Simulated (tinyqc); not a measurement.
# Front-illuminated p-i-n photodiode, quantum efficiency and bandwidth: effects of single changes

Light enters through a p layer (0 to xp), a depleted layer (xp to xp + wi) and a thick n substrate, decaying as exp(-al x); one pass, no back reflection. Carriers made in the depleted layer are all collected; those in the neutral layers diffuse.

Parameters, values chosen for the exercise; values close to those of germanium at this wavelength: wavelength lam = 1550 nm; absorption coefficient al = 1550 1/cm; reflectance of the front face Rf = 0.05; relative permittivity eps_r = 16.1; thickness of the front p layer xp = 0.054 um; thickness of the depleted layer wi = 6.4 um; electron diffusion coefficient in the p layer Dn = 28 cm^2/s; electron diffusion length in the p layer Ln = 1.2 um; recombination velocity of the front surface S = 100 cm/s; hole diffusion length in the thick n substrate Lp = 7.4 um; electron drift velocity ve = 5.97e6 cm/s; hole drift velocity vh = 4.09e6 cm/s; diameter dia = 12 um; load resistance RL = 50 ohm; parasitic capacitance Cp = 30 fF.

Constants: q = 1.602176634e-19 C, h = 6.62607015e-34 J s, c = 299792458 m/s, eps0 = 8.8541878128e-14 F/cm where lengths are in cm. Results are converted to the units shown.

Each table varies one quantity; the others keep the values above.

## Efficiency and bandwidth against the thickness of the depleted layer

k = al Ln, s = S Ln/Dn, e = exp(-al xp); front layer f1 = (k/(k^2 - 1)) {[s + k - e (s cosh(xp/Ln) + sinh(xp/Ln))]/[s sinh(xp/Ln) + cosh(xp/Ln)] - k e}; depleted layer f2 = e (1 - exp(-al wi)); substrate f3 = e exp(-al wi) al Lp/(1 + al Lp); external efficiency (1 - Rf)(f1 + f2 + f3); responsivity = efficiency q lam/(h c). Drift response for pairs made in the depleted layer, a = al wi, g = 1 - exp(-a), u = 2 pi i f, te = wi/ve, th = wi/vh: electrons He = [g - a (exp(-a) - exp(-u te))/(u te - a)]/(u te g), holes Hh = [g - a (1 - exp(-a - u th))/(a + u th)]/(u th g); C = eps0 eps_r pi (dia/2)^2/wi + Cp; total |He + Hh|/sqrt(1 + (2 pi f RL C)^2), for the current of the depleted layer alone. Limits are the frequencies at which each factor falls to 1/sqrt(2); inverse-square sum (f_transit^-2 + f_RC^-2)^(-1/2); the diffusion currents f1 and f3 are left out of the bandwidth.

Results:
```
wi (um)	f2	f1 + f3	responsivity (A/W)	transit limit (GHz)	RC limit (GHz)	3 dB bandwidth (GHz)	inverse-square sum (GHz)	bandwidth x (1 - Rf) f2 (GHz)
0.8	0.1156	0.4763	0.7031	32.89	63.47	28.23	29.20	3.101
1.3	0.1810	0.4414	0.7392	20.35	75.07	19.36	19.64	3.329
3.8	0.4414	0.3023	0.8833	7.139	92.96	7.109	7.118	2.981
6.4	0.6239	0.2048	0.9842	4.338	97.88	4.332	4.334	2.568
11	0.8114	0.1046	1.088	2.606	101.2	2.604	2.605	2.008
18	0.9308	0.04087	1.154	1.634	103.0	1.633	1.633	1.444
30	0.9822	0.01339	1.182	0.9802	104.2	0.9801	0.9801	0.9145
51	0.9913	0.008525	1.187	0.5565	105.0	0.5565	0.5565	0.5241
```

Estimate the missing row, wi = 2.3 um.

Computed row:
```
wi (um)	f2	f1 + f3	responsivity (A/W)	transit limit (GHz)	RC limit (GHz)	3 dB bandwidth (GHz)	inverse-square sum (GHz)	bandwidth x (1 - Rf) f2 (GHz)
2.3	0.2974	0.3792	0.8036	11.62	86.01	11.47	11.52	3.240
```

With this row back in the table: As wi goes from 0.8 to 51, the responsivity rises from 0.703 to 1.19 A/W and the bandwidth falls from 28.2 to 0.557 GHz. The transit limit is the lower one in every row. Adding inverse squares of the two limits is within 3.5 % of the full result. The product of bandwidth and fast efficiency goes from 3.10 through a maximum of 3.33 (at wi = 1.3 among the rows listed) to 0.524 GHz. For wi = 0.8, 1.3, 2.3, 3.8, 6.4 the diffusion currents exceed 0.3 of the drift current; their own response times, left out, may then shape the whole response.

## Efficiency and bandwidth against the diameter

Same model as above.

The same in every row: f2 = 0.6239; f1 + f3 = 0.2048; responsivity (A/W) = 0.9842; transit limit (GHz) = 4.338.

Efficiency and bandwidth against the diameter:
```
dia (um)	RC limit (GHz)	3 dB bandwidth (GHz)	inverse-square sum (GHz)	bandwidth x (1 - Rf) f2 (GHz)
5	104.6	4.333	4.335	2.568
10	100.3	4.332	4.334	2.568
20	86.04	4.330	4.333	2.567
50	43.17	4.307	4.317	2.553
100	15.53	4.118	4.178	2.441
200	4.362	2.937	3.076	1.741
500	0.7229	0.7094	0.7130	0.4205
1000	0.1816	0.1814	0.1815	0.1075
```

Read the table: what changes, and by how much?

As dia goes from 5 to 1000, the responsivity stays at 0.984 A/W and the bandwidth falls from 4.33 to 0.181 GHz. The RC limit is the lower one for dia = 500, 1000, the transit limit elsewhere. Adding inverse squares of the two limits is within 4.7 % of the full result. In every row the diffusion currents exceed 0.3 of the drift current; their own response times, left out, may then shape the whole response.

Computed by the program tinyqc: `OMP_NUM_THREADS=1 python tinyqc.py 2250029 2250030 out.jsonl`, one thread of a shared Intel Xeon 2.30GHz, about 0.01 s for the whole run.
